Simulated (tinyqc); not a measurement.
The integration grid: Kohn-Sham R2SCAN on finer and finer grids in the sto-6g basis, for BeH2, spin multiplicity 1. Computed by the program tinyqc with PySCF. Self-consistent on each grid; the net force on the molecule should vanish.

Geometry (angstrom):
```
atom       x        y       z
Be    0.0000   0.0000  0.0000
H     0.0000   1.5450  0.0160
H     0.0000  -1.5450  0.0160
```

Kohn-Sham energy on Becke grids (radial x angular points per atom):
```
grid       points  residual of the electron count  E (hartree)  E - finest (mhartree)  largest net force without grid terms (hartree/bohr)
10 x 14       412                        1.69e-02    -15.82293               -9.85220                                             1.45e-03
15 x 26      1154                        1.26e-02    -15.82071               -7.63088                                             2.42e-05
20 x 50      2980                        1.16e-04    -15.81436               -1.27886                                             1.81e-04
30 x 86      7714                       -8.07e-05    -15.81332               -0.23763                                             8.84e-05
50 x 194    29058                        7.47e-06    -15.81311               -0.03024                                             4.62e-05
75 x 302    67848                       -8.79e-07    -15.81308               -0.00380                                             6.59e-06
120 x 590  212100                       -3.10e-12    -15.81308                0.00000                                             3.01e-06
```

What does the comparison show, and why?

The energy is within 0.1 mhartree of the finest grid first at 50 x 194. The error has one sign here, though quadrature is not variational. The electron count and the net force are cheap signs of a poor grid.
